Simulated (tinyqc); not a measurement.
Worked calculation: Hueckel theory of the pi electrons, for the molecule c1ccc2cccc-2cc1 (SMILES; centres numbered as the heavy atoms are written). One step of it, computed by the program tinyqc.

Question. Orbitals. Diagonalise; E = alpha + x beta with beta < 0, so the largest x are filled first; degenerate levels share their electrons. P = sum n_i c_ri c_si; each orbital has its largest coefficient positive (the first on a tie).

Hueckel matrix in units of beta (H = alpha + beta A), order 1C, 2C, 3C, 4C, 5C, 6C, 7C, 8C, 9C, 10C:
```
[[0.000000, 1.000000, 0.000000, 0.000000, 0.000000, 0.000000, 0.000000, 0.000000, 0.000000, 1.000000],
 [1.000000, 0.000000, 1.000000, 0.000000, 0.000000, 0.000000, 0.000000, 0.000000, 0.000000, 0.000000],
 [0.000000, 1.000000, 0.000000, 1.000000, 0.000000, 0.000000, 0.000000, 0.000000, 0.000000, 0.000000],
 [0.000000, 0.000000, 1.000000, 0.000000, 1.000000, 0.000000, 0.000000, 1.000000, 0.000000, 0.000000],
 [0.000000, 0.000000, 0.000000, 1.000000, 0.000000, 1.000000, 0.000000, 0.000000, 0.000000, 0.000000],
 [0.000000, 0.000000, 0.000000, 0.000000, 1.000000, 0.000000, 1.000000, 0.000000, 0.000000, 0.000000],
 [0.000000, 0.000000, 0.000000, 0.000000, 0.000000, 1.000000, 0.000000, 1.000000, 0.000000, 0.000000],
 [0.000000, 0.000000, 0.000000, 1.000000, 0.000000, 0.000000, 1.000000, 0.000000, 1.000000, 0.000000],
 [0.000000, 0.000000, 0.000000, 0.000000, 0.000000, 0.000000, 0.000000, 1.000000, 0.000000, 1.000000],
 [1.000000, 0.000000, 0.000000, 0.000000, 0.000000, 0.000000, 0.000000, 0.000000, 1.000000, 0.000000]]
```

pi electrons, sum of z_r less the charge = 10

Give: x values; occupations; coefficients; charge and bond-order matrix P.

Answer.

x values: [2.3103, 1.6516, 1.3557, 0.8870, 0.4773, -0.4004, -0.7376, -1.5792, -1.8692, -2.0953]

occupations: [2.0000, 2.0000, 2.0000, 2.0000, 2.0000, 0.0000, 0.0000, 0.0000, 0.0000, 0.0000]

coefficients, order 1C, 2C, 3C, 4C, 5C, 6C, 7C, 8C, 9C, 10C:
```
[[0.1730, 0.5247, 0.0000, 0.3603, 0.0000, 0.5109, 0.0000, 0.3416, 0.4328, 0.0000],
 [0.1998, 0.4333, 0.3571, 0.1598, -0.3355, -0.1023, 0.4841, -0.2697, -0.4045, 0.1601],
 [0.2886, 0.1909, 0.4841, -0.2186, -0.1601, -0.4699, -0.3571, 0.0844, 0.3233, -0.3355],
 [0.4670, -0.1180, 0.2992, -0.3536, 0.2591, 0.2904, -0.2207, 0.1365, -0.1998, 0.5428],
 [0.3233, -0.2678, 0.2207, 0.2585, 0.5428, 0.0632, 0.2992, -0.4364, 0.2500, -0.2591],
 [0.2799, -0.3243, 0.0000, 0.5829, 0.0000, -0.3157, 0.0000, 0.5527, -0.2675, 0.0000],
 [0.3233, -0.2678, -0.2207, 0.2585, -0.5428, 0.0632, -0.2992, -0.4364, 0.2500, 0.2591],
 [0.4670, -0.1180, -0.2992, -0.3536, -0.2591, 0.2904, 0.2207, 0.1365, -0.1998, -0.5428],
 [0.2886, 0.1909, -0.4841, -0.2186, 0.1601, -0.4699, 0.3571, 0.0844, 0.3233, 0.3355],
 [0.1998, 0.4333, -0.3571, 0.1598, 0.3355, -0.1023, -0.4841, -0.2697, -0.4045, -0.1601]]
```

charge and bond-order matrix P, order 1C, 2C, 3C, 4C, 5C, 6C, 7C, 8C, 9C, 10C:
```
[[0.8700, 0.6389, 0.1427, -0.2170, 0.0171, 0.1766, 0.0171, -0.2170, 0.1427, 0.6389],
 [0.6389, 0.9864, 0.6640, 0.0112, -0.2269, 0.0171, 0.1864, -0.0684, -0.2422, 0.0262],
 [0.1427, 0.6640, 0.8549, 0.5858, 0.0112, -0.2170, -0.0684, 0.1725, -0.1849, -0.2422],
 [-0.2170, 0.0112, 0.5858, 1.0274, 0.5956, -0.0744, -0.2310, 0.4009, 0.1725, -0.0684],
 [0.0171, -0.2269, 0.0112, 0.5956, 1.1729, 0.6560, -0.2006, -0.2310, -0.0684, 0.1864],
 [0.1766, 0.0171, -0.2170, -0.0744, 0.6560, 1.0466, 0.6560, -0.0744, -0.2170, 0.0171],
 [0.0171, 0.1864, -0.0684, -0.2310, -0.2006, 0.6560, 1.1729, 0.5956, 0.0112, -0.2269],
 [-0.2170, -0.0684, 0.1725, 0.4009, -0.2310, -0.0744, 0.5956, 1.0274, 0.5858, 0.0112],
 [0.1427, -0.2422, -0.1849, 0.1725, -0.0684, -0.2170, 0.0112, 0.5858, 0.8549, 0.6640],
 [0.6389, 0.0262, -0.2422, -0.0684, 0.1864, 0.0171, -0.2269, 0.0112, 0.6640, 0.9864]]
```
